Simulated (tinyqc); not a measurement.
Worked calculation: CIS on RHF in the sto-3g basis, for BeH+, spin multiplicity 1. One step of it, computed by the program tinyqc.

Task: CIS matrix, triplets. A(ia,jb) = (e_a - e_i) d_ij d_ab - (ij|ab).

orbital energies (hartree): MO1 -5.015108, MO2 -0.717405, MO3 -0.261146, MO4 -0.139268, MO5 -0.139268, MO6 0.283084

Two-electron integrals over orbitals (pq|rs), unique and non-zero (hartree):
```
(11|11) 2.275487    (21|11) -0.165945   (21|21) 0.020717    (22|11) 0.476537
(22|21) 0.001676    (22|22) 0.516147    (31|11) -0.173670   (31|21) 0.016366
(31|22) -0.017350   (31|31) 0.027558    (32|11) 0.044915    (32|21) -0.005592
(32|22) -0.067419   (32|31) 0.002369    (32|32) 0.038561    (33|11) 0.550189
(33|21) -0.012860   (33|22) 0.320286    (33|31) 0.004031    (33|32) 0.030388
(33|33) 0.461951    (41|41) 0.015595    (42|41) 0.013415    (42|42) 0.043200
(43|41) 0.014015    (43|42) 0.031476    (43|43) 0.051526    (44|11) 0.569236
(44|21) -0.006059   (44|22) 0.364216    (44|31) -0.006104   (44|32) 0.022122
(44|33) 0.396984    (44|44) 0.449859    (51|51) 0.015595    (52|51) 0.013415
(52|52) 0.043200    (53|51) 0.014015    (53|52) 0.031476    (53|53) 0.051526
(54|54) 0.024249    (55|11) 0.569236    (55|21) -0.006059   (55|22) 0.364216
(55|31) -0.006104   (55|32) 0.022122    (55|33) 0.396984    (55|44) 0.401360
(55|55) 0.449859    (61|11) 0.097653    (61|21) -0.015936   (61|22) -0.010655
(61|31) -0.003466   (61|32) 0.006985    (61|33) 0.017058    (61|44) 0.002100
(61|55) 0.002100    (61|61) 0.018107    (62|11) -0.124668   (62|21) 0.002702
(62|22) 0.051558    (62|31) 0.006830    (62|32) -0.047676   (62|33) -0.025714
(62|44) -0.058422   (62|55) -0.058422   (62|61) 0.002115    (62|62) 0.121674
(63|11) 0.054226    (63|21) -0.003622   (63|22) -0.056026   (63|31) 0.005561
(63|32) 0.033014    (63|33) 0.056878    (63|44) 0.020385    (63|55) 0.020385
(63|61) 0.007070    (63|62) -0.049321   (63|63) 0.050652    (64|41) -0.008918
(64|42) -0.029271   (64|43) -0.013442   (64|64) 0.025721    (65|51) -0.008918
(65|52) -0.029271   (65|53) -0.013442   (65|65) 0.025721    (66|11) 0.507754
(66|21) -0.000700   (66|22) 0.514685    (66|31) -0.015152   (66|32) -0.067054
(66|33) 0.348940    (66|44) 0.368411    (66|55) 0.368411    (66|61) -0.006993
(66|62) 0.081746    (66|63) -0.056824   (66|66) 0.553244
```

Give: CIS matrix A, triplet.

Result:

CIS matrix A, triplet (hartree), lower triangle:
```
         1>3     1>4     1>5     1>6     2>3     2>4     2>5     2>6
1>3   4.2038
1>4   0.0000  4.3066
1>5   0.0000  0.0000  4.3066
1>6  -0.0542  0.0000  0.0000  4.7904
2>3   0.0129  0.0000  0.0000  0.0036  0.1360
2>4   0.0000  0.0061  0.0000  0.0000  0.0000  0.2139
2>5   0.0000  0.0000  0.0061  0.0000  0.0000  0.0000  0.2139
2>6   0.0036  0.0000  0.0000  0.0007  0.0560  0.0000  0.0000  0.4858
```
